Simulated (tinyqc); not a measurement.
Eight-band Kane k.p model: one step. Levels and orbital character. The numbers come from values chosen for the exercise (near those of InAs).

H(k) (eV), lower triangle (Hermitian):
```
            S+                   X+         Y+          Z+          S-
S+    0.408255
X+  -0.137641i            -0.128911
Y+  -0.064233i  -0.000806+0.127667i  -0.130578
Z+  -0.027528i            -0.000345  -0.000161   -0.130956
S-           0                    0          0           0    0.408255
X-           0                    0          0   -0.127667  -0.137641i
Y-           0                    0          0  -0.127667i  -0.064233i
Z-           0             0.127667  0.127667i           0  -0.027528i

                     X-         Y-         Z-
X-            -0.128911
Y-  -0.000806-0.127667i  -0.130578
Z-            -0.000345  -0.000161  -0.130956
```

Question. Diagonalise H; the levels come in pairs. The weights are summed over spin and averaged over each pair.

Give: levels, each twofold; weights.

Answer.

levels, each twofold (eV): -0.3959  -0.0364  -0.0025  0.4526

weights:
```
   pair 1  pair 2  pair 3  pair 4
S   0.013   0.067   0.000   0.919
X   0.351   0.475   0.113   0.061
Y   0.321   0.252   0.412   0.015
Z   0.314   0.206   0.475   0.005
```

The conduction pair has 8.1 % valence character at this k; the valence pair with most S character is pair 2 (6.7 %).

Run: tinyqc, `OMP_NUM_THREADS=1 python tinyqc.py 1081419 1081420 out.jsonl`; Intel(R) Xeon(R) Processor @ 2.30GHz, one thread, shared host; about 0.01 s of CPU time with all checks.
